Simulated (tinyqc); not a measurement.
What moves the results: plasmons of a degenerate electron gas in the random-phase approximation. A value that a table varies takes the place of the one given here.

Zero temperature, parabolic band: kF = (3 pi^2 n)^(1/3), EF = c kF^2/m, Ep^2 = 8 pi c e2 n/(m eb), qTF^2 = 6 pi e2 n/(eb EF), c = hbar^2/2m0, e2 = e^2/(4 pi eps0), n in 1/angstrom^3 (1e-24 per 1/cm^3).

Lindhard function: eps(q, E)/eb = 1 + (qTF/q)^2 (f1 + i f2) with z = q/(2 kF), u = E/(hbar vF q), hbar vF = 2 c kF/m; f1 = 1/2 + [h(z - u) + h(z + u)]/(8 z), h(x) = (1 - x^2) ln|(x + 1)/(x - 1)|; f2 = pi u/2 for z + u < 1, (pi/(8 z))(1 - (z - u)^2) for |z - u| < 1 < z + u, else 0. Pairs exist for c (q^2 - 2 q kF)/m < E < c (q^2 + 2 q kF)/m.

Constants: hbar^2/2m0 = 3.80998211 eV angstrom^2; e^2/(4 pi eps0) = 14.39964547 eV angstrom; a0 (Bohr radius) = 0.5291772105 angstrom.

Parameters, chosen for this exercise (mass and background constant near those of InAs; polar phonons, which mix with the plasmon in the real crystal, and the rise of the mass with filling are left out; shifted at random, so the results belong to these values and not to a real crystal): n = 9.4e+17 1/cm^3 (electron density); m = 0.025 m0 (mass); eb = 12.9 (background dielectric constant); ed = 4 (dielectric constant of the surroundings); d = 20 angstrom (film thickness); qp = 0.00471 1/angstrom (wave vector of the plasmon).

## Dispersion and weight of the plasmon

Short formula: E^2 = Ep^2 + (3/5)(hbar vF q)^2 + (c q^2/m)^2; qc is where the plasmon meets the top of the continuum. The weight is the share of the f-sum that the plasmon carries, 2E/(Ep^2 d(eps/eb)/dE); a dash marks no undamped root.

Energies (meV):
```
q (1/angstrom)   q/kF  top of continuum  plasmon  short formula  weight
0.000960        0.032             9.008    63.77          63.77   1.000
0.00240         0.079             23.05    65.72          65.69   0.999
0.00384         0.127             37.72    69.33          69.13   0.993
0.00528         0.174             53.02    74.61          73.92   0.975
0.00672         0.222             68.95    81.62          79.86   0.930
0.00768         0.253             79.93    87.38          84.38   0.866
0.00864         0.285             91.18    94.21          89.27   0.739
0.00931         0.307             99.21    99.87          92.90   0.540
0.0106          0.350             115.0        -          100.3       -
0.0125          0.412             139.3        -          112.2       -
```

qc = 0.009602 1/angstrom

Ep = 63.4 meV. The plasmon rises from 63.77 to 99.87 meV just before qc, 58 % above Ep. The short formula errs by -0.92 % at q/kF = 0.17 and -6.98 % next to qc. The weight falls from 1.000 to 0.540 as pairs take over the sum.

## Density dependence

n is multiplied by the factor listed.

Results:
```
factor     rs  EF (meV)  Ep (meV)  Ep/EF  qc/kF  alpha = 3 EF/(5 Ep)
0.10    0.500     30.15     20.05  0.665  0.428                0.902
0.20    0.397     47.87     28.35  0.592  0.391                1.013
0.50    0.292     88.17     44.83  0.508  0.347                1.180
1.0     0.232     140.0     63.40  0.453  0.317                1.325
2.0     0.184     222.2     89.65  0.404  0.289                1.487
5.0     0.136     409.3     141.8  0.346  0.256                1.732
10      0.108     649.7     200.5  0.309  0.233                1.944
```

Over two decades Ep grows by 10.0 (n^(1/2)) and EF by 21.5 (n^(2/3)), so Ep/EF falls from 0.665 to 0.309 as sqrt(rs), and qc/kF from 0.428 to 0.233: in a dense gas the plasmon enters the continuum earlier on the scale of kF. alpha is the coefficient in E = Ep + alpha hbar^2 q^2/(m m0).

## Thin film modes against wave vector (bulk, surface, particle and sheet plasmons)

Drude medium eps = eb (1 - Ep^2/E^2), no retardation. A film of thickness d has modes eps = -ed coth(q d/2) (lower) and eps = -ed tanh(q d/2) (upper); a sheet with ns = n d has E^2 = 4 pi c e2 ns q/(m ed). One surface: eps = -ed; small sphere: eps = -2 ed.

Modes (meV):
```
q d    q (1/angstrom)  lower  upper  sheet
0.020         0.00100  11.21  63.30  11.38
0.050         0.00250  17.31  63.15  18.00
0.10          0.00500  23.61  62.91  25.46
0.20           0.0100  31.27  62.44  36.00
0.50           0.0250  42.11  61.12  56.92
1.0            0.0500  49.04  59.29  80.50
2.0             0.100  53.44  57.02  113.8
4.0             0.200  55.14  55.62  161.0
8.0             0.400  55.38  55.39  227.7
```

bulk, surface, sphere (meV): 63.40  55.39  49.81

At small q d the lower mode tends to the sheet law sqrt(q) (within 5 % up to q d = 0.05 of the values listed) and the upper one starts near the bulk value. At q d = 8 the two are 0.0088 meV apart around the surface value 55.39 meV. Retardation, left out here, matters where q is below about three times sqrt(ed) E/(hbar c), hbar c = 1973.27 eV angstrom: that holds for 0 of the rows (from the top) for the lower mode and 0 for the upper one. From q d = 0.5 on q exceeds half of kF = 0.0303 1/angstrom, where a local dielectric function has failed; it does so earlier, once hbar vF q nears the mode energy. The film is thinner than half a Fermi wavelength, pi/kF, so a real one would be quantised.

## What moves the plasmon

The plasmon is taken at qp. Each row changes one parameter from the base and keeps the others.

Results:
```
case                    Ep (meV)  plasmon at qp (meV)  qc (1/angstrom)
base                       63.40                72.32         0.009602
n = 1.13e+18 1/cm^3        69.51                78.70         0.009964
m = 0.0287 m0              59.17                66.43          0.01014
eb = 11.61                 66.82                75.30          0.01001
qp = 0.0033 1/angstrom     63.40                67.78         0.009602
```

The largest shifts from the base row, up to three for each result and ties (the steps differ in size, so this ranks the rows, not the parameters). Ep (meV): n +6.11, m -4.23, eb +3.43; unchanged at the printed digits by qp. plasmon at qp (meV): n +6.38, m -5.88, qp -4.54. qc (1/angstrom): m +0.000539, eb +0.000409, n +0.000362; unchanged at the printed digits by qp.

Computed by tinyqc, a small Python program: `OMP_NUM_THREADS=1 python tinyqc.py 1681630 1681631 out.jsonl` (the numbers bound the seed that draws the inputs); one thread of a shared host (Intel(R) Xeon(R) Processor @ 2.30GHz), about 0.01 s for the whole set of steps.
